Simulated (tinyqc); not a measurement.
Inside a calculation. Method: inverse iteration on a symmetric matrix. Computed by tinyqc, a small Python program that keeps every step. Settings: method = inverse, shift = 1.59. Command: `OMP_NUM_THREADS=1 python tinyqc.py 25677 25678 out.jsonl` (the two numbers bound the seeds that draw the settings). One thread of a shared host (Intel(R) Xeon(R) Processor @ 2.60GHz), about 0.01 s of CPU time with the checks.

## Step 1

A, lower triangle:
```
,1,2,3,4
1,0.264000
2,-0.544000,0.840000
3,0.141000,0.052000,1.050000
4,0.329000,-0.246000,0.654000,1.126000
```

vector v at the start: 0.500000  0.500000  0.500000  0.500000

shift = 1.590000

solve (A - shift) w = v; v' = w/|w| with its largest component positive (the first on a tie); lambda = v'^T A v'.

vector after step 1: -0.298064  0.667158  -0.340567  -0.591669

Rayleigh quotient after step 1 = 1.708474

## Step 2

As before.

vector after step 2: 0.184678  -0.026344  0.688784  0.700554

Rayleigh quotient after step 2 = 1.824984

## Course of the iteration

Stop when the residual |A v - lambda v| is below 1e-9.

Steps:
```
step,lambda,residual
1,1.70847417,4.04e-01
2,1.82498373,2.25e-01
3,1.86434820,1.49e-01
4,1.88139814,9.83e-02
5,1.88873011,6.41e-02
6,1.89183436,4.16e-02
7,1.89313866,2.69e-02
8,1.89368488,1.74e-02
9,1.89391330,1.13e-02
10,1.89400878,7.28e-03
11,1.89404867,4.71e-03
12,1.89406534,3.04e-03
13,1.89407230,1.97e-03
14,1.89407521,1.27e-03
15,1.89407643,8.22e-04
16,1.89407693,5.31e-04
17,1.89407715,3.43e-04
18,1.89407723,2.22e-04
19,1.89407727,1.43e-04
20,1.89407729,9.27e-05
21,1.89407729,5.99e-05
22,1.89407730,3.87e-05
23,1.89407730,2.50e-05
24,1.89407730,1.62e-05
25,1.89407730,1.05e-05
26,1.89407730,6.76e-06
27,1.89407730,4.37e-06
28,1.89407730,2.82e-06
29,1.89407730,1.83e-06
30,1.89407730,1.18e-06
```

all eigenvalues, for comparison: -0.089586  0.355955  1.119554  1.894077

Not converged in 30 steps: the residual falls only by the ratio of the two smallest distances of eigenvalues from the shift, 0.65 a step.
